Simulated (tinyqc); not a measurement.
Zener tunnelling in a reverse-biased junction, two-band WKB: two steps of the calculation.

Abrupt p-n junction, depletion approximation. Energies E are counted from the conduction-band edge of the neutral n side; its Fermi level lies at dn, that of the p side at dn - V, and the valence-band edge of the neutral p side at Em = dn + dp - V. Tunnelling needs 0 < E < Em. Two-band dispersion with equal masses m: inside the gap kappa = sqrt(m u (1 - u/Eg)/C), u the distance from a band edge, C = hbar^2/(2 m0).

Values chosen for this exercise; band and dielectric values close to those of indium arsenide:

| symbol | value | unit | meaning |
|---|---|---|---|
| T | 300 | K | temperature |
| Eg | 0.345 | eV | band gap |
| eps_r | 15.2 |  | relative permittivity |
| m | 0.024 | m0 | band-edge mass of the two-band model |
| Na | 9.8e18 | cm^-3 | acceptor density |
| Nd | 8.7e18 | cm^-3 | donor density |
| V | -1 | V | bias of the p side |
| nE | 13 |  | points of the energy grid |

Constants: q = 1.602176634e-19 C, kB = 1.380649e-23 J/K, hbar = 1.054571817e-34 J s, h = 6.62607015e-34 J s, m0 = 9.1093837015e-31 kg, Vt = kB T/q, eps0 = 8.8541878128e-14 F/cm where lengths are in cm, hbar^2/(2 m0) = 0.0380998212 eV nm^2. Results are converted to the units shown.

Question 1. Width, field and exponent. W = sqrt(2 eps0 eps_r (Vbi - V)(1/Na + 1/Nd)/q), mean field F = (Vbi - V)/W, peak field 2 F. In a uniform field F the exponent is S = pi sqrt(m/C) Eg^1.5/(4 F). Transverse energy Et = C kt^2/m raises it to S (1 + 4 Et/Eg), so T = exp(-S) exp(-Et/Eb) with Eb = Eg/(4 S). KJ = (2 q^2/h) m/(4 pi C) (times 1e14 for A/cm^2 per eV^2).

Vbi = 1.0418677 V

Give: W; mean field; S; exp(-S); Eb; tunnelling length Eg/F.

Answer 1.

W = 27.282 nm
mean field = 0.74842 MV/cm
S = 1.6878
exp(-S) = 0.18493
Eb = 51.102 meV
tunnelling length Eg/F = 4.6097 nm

Question 2. Current density on a coarse grid. J = KJ exp(-S) Eb times the integral from 0 to Em of [f(E - dn) - f(E - dn + V)] [1 - exp(-min(E, Em - E)/Eb)] dE, f(x) = 1/(1 + exp(x/Vt)), with S and Eb from the mean field; J > 0 flows from p to n. Simpson's rule on nE equally spaced points from 0 to Em.

dn = 0.67410287 eV
dp = 0.022764818 eV
S = 1.6877886
Eb = 51.102373 meV

Give: E; difference of the f; transverse factor; integral; KJ; J.

Answer 2.

```
point  E (eV)  difference of the f  transverse factor
0      0.0000               0.0000             0.0000
1      0.1414               0.0000             0.9372
2      0.2828               0.0000             0.9961
3      0.4242              -0.0001             0.9998
4      0.5656              -0.0148             1.0000
5      0.7070              -0.7814             1.0000
6      0.8484              -0.9988             1.0000
7      0.9898              -1.0000             1.0000
8      1.1312              -1.0000             1.0000
9      1.2727              -1.0000             0.9998
10     1.4141              -1.0000             0.9961
11     1.5555              -0.9899             0.9372
12     1.6969              -0.2931             0.0000
```

integral = -0.98300 eV
KJ = 3.8839e8 A/(cm^2 eV^2)
J = -3.6080e6 A/cm^2

Range of the model: Parabolic densities of states, no band tails and no gap narrowing, all of which matter at such doping.

tinyqc, about 0.01 s, one thread, Intel Xeon 2.30GHz (shared host): `OMP_NUM_THREADS=1 python tinyqc.py 2620116 2620117 out.jsonl`
